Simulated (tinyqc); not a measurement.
## Capacitance measurement on a leaky thin oxide: effects of series resistance and leakage: readings against frequency

The device is a capacitance C in parallel with a leakage conductance G, in series with Rs and Ls. An impedance meter reports either a parallel pair (Cp, Gp) from Y = 1/Z = Gp + i w Cp or a series pair (Cs, Rm) from Z = Rm + 1/(i w Cs); w = 2 pi f, dissipation D = Gp/(w |Cp|).

EOT = 3.9 tox/eox; CET = EOT + zc + zp; C = 3.9 eps0 A/CET; G = Jg A/Vs. Z = Rs + i w Ls + 1/(G + i w C); CET read from Cp = 3.9 eps0 A/Cp; errors under 0.001 % are printed as 0.

Values chosen for this exercise; values of the order met in thin-oxide MOS capacitors: relative permittivity of the gate insulator (close to silicon dioxide) eox = 3.9; insulator thickness tox = 1 nm; gate area A = 400 um^2; oxide-equivalent thickness added by the accumulation layer zc = 0.5 nm; oxide-equivalent thickness added by gate depletion zp = 0 nm; gate leakage current density, not matched to the thickness Jg = 0.00022 A/cm^2; voltage for an e-fold rise of the leakage Vs = 0.22 V; series resistance Rs = 39 ohm; series inductance Ls = 34 nH.

Constants: eps0 = 8.8541878128e-14 F/cm where lengths are in cm. Results are converted to the units shown.

The same in every row: C (pF) = 9.208.

Readings against frequency:
```
f (Hz)  Cp (pF)  Cs (pF)         D  error of Cp (%)  error of Cs (%)  CET read from Cp (nm)
1000      9.208    9.252   0.06914                0            0.478                  1.500
3000      9.208    9.213   0.02305                0           0.0531                  1.500
10000     9.208    9.209  0.006936                0          4.78e-3                  1.500
30000     9.208    9.208  0.002372                0                0                  1.500
1e5       9.208    9.208  9.170e-4                0                0                  1.500
3e5       9.208    9.208  9.074e-4                0                0                  1.500
1e6       9.208    9.208  0.002326                0          1.24e-3                  1.500
3e6       9.209    9.209  0.006793          6.51e-3           0.0111                  1.500
1e7       9.215    9.220   0.02260           0.0726            0.124                  1.499
3e7       9.269    9.312   0.06846            0.653             1.12                  1.490
```

What does the table show?

D goes from 0.0691 through a minimum of 9.07e-4 (at f = 3e5 Hz among the rows listed) to 0.0685; without inductance its minimum lies at f = sqrt(G (1 + G Rs)/Rs)/(2 pi C) = 1.75e5 Hz. The error of Cp goes from 0 to 0.653 % and that of Cs from 0.478 to 1.12 %; at low frequency Cp tends to C/(1 + G Rs)^2 and Cs grows as 1 + (G/(w C))^2. One of the two readings is within 2 % of C for f = 1000, 3000, 10000, 30000, 1e5, 3e5, 1e6, 3e6, 1e7, 3e7 Hz. At the highest frequencies Ls raises both readings, by about w^2 Ls C in relative terms.

tinyqc, about 0.01 s, one thread, Intel Xeon 2.30GHz (shared host): `OMP_NUM_THREADS=1 python tinyqc.py 2022074 2022075 out.jsonl`
